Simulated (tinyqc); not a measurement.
## MOS structure on a p-type body with a doping step (retrograde), non-linear Poisson equation by Newton steps: charge and capacitance against gate voltage

One dimension, insulator interface at x = 0, acceptor density N1 for x < x1 and Na beyond, net doping C = -(acceptor density). psi is counted from the intrinsic level: n = ni exp((psi - Vb)/Vt), p = ni exp(-psi/Vt); deep in the body psi_b = -Vt ln(Na/ni). The gate acts through Cox = eps0 eox/tox and has the potential psi_G = Vg - (phiM - chi - Vt ln(Nc/ni)). Boltzmann statistics, full ionisation, classical densities, no oxide or interface charge.

ni = sqrt(Nc Nv) exp(-Eg/(2 Vt)), Eg in volts. The Poisson equation d/dx(eps0 eps_r dpsi/dx) = -q (p - n + C), with eps0 eps_r dpsi/dx = -Cox (psi_G - psi_0) at x = 0, is solved on a mesh of about 600 nodes or more. N_inv is the integral of n less its value deep in the body. C_LF = Cox (1 - dpsi_0/dVg) with all carriers following; C_HF is the same with the electron quasi-Fermi level shifting uniformly so that N_inv stays fixed. The centroid is that of the same excess.

Inputs (values chosen for the exercise); band and dielectric values close to those of silicon:
- T = 300 K (temperature)
- Eg = 1.1 eV (band gap)
- eps_r = 11.7 (relative permittivity)
- Nc = 2.79e19 cm^-3 (conduction-band density of states at T)
- Nv = 2.63e19 cm^-3 (valence-band density of states at T)
- chi = 4.1 eV (electron affinity)
- Na = 2.8e16 cm^-3 (acceptor density deep in the body)
- eox = 3.9 (relative permittivity of the gate insulator (close to silicon dioxide))
- tox = 4.4 nm (insulator thickness)
- phiM = 4.59 eV (gate work function)
- Vb = 0 V (electron quasi-Fermi potential against the body)
- x1 = 95 nm (depth of the doping step)
- N1 = 1.4e15 cm^-3 (acceptor density above the step)

Constants: q = 1.602176634e-19 C, kB = 1.380649e-23 J/K, Vt = kB T/q, eps0 = 8.8541878128e-14 F/cm where lengths are in cm. Results are converted to the units shown.

Charge and capacitance against gate voltage:
```
Vg (V)  psi_0 - psi_b (V)  N_inv (cm^-2)  C_LF/Cox  C_HF/Cox  centroid (nm)
0.08                0.467         4.63e5    0.0720    0.0720           7.54
0.26                0.635         2.39e8    0.0660    0.0645           5.92
0.44                0.790        7.41e10     0.365    0.0597           4.79
0.63                0.861        6.43e11     0.774    0.0595           3.43
0.81                0.892        1.37e12     0.867    0.0597           2.66
1                   0.913        2.20e12     0.908    0.0598           2.17
1.18                0.928        3.01e12     0.929    0.0599           1.86
```

N_inv goes from 4.63e5 to 3.01e12 cm^-2 and passes 2e11 cm^-2 at Vg = 0.497 V. Below threshold it takes 66.3 mV a decade between Vg = 0.08 and 0.26 V, against Vt ln 10 = 59.5 mV. C_LF/Cox is lowest, 0.0660, at Vg = 0.26 V among the rows listed and ends at 0.929, while C_HF/Cox ends at 0.0599. Between the last two rows q dN_inv/dVg is 0.919 Cox. Where the classical centroid is under about 2 nm, confinement would move the charge away from the interface and raise the threshold. Above about 2e12 cm^-2 degeneracy matters too.

Numbers from tinyqc (`OMP_NUM_THREADS=1 python tinyqc.py 2080095 2080096 out.jsonl`; about 0.3 s on one thread of a shared Intel Xeon 2.30GHz).
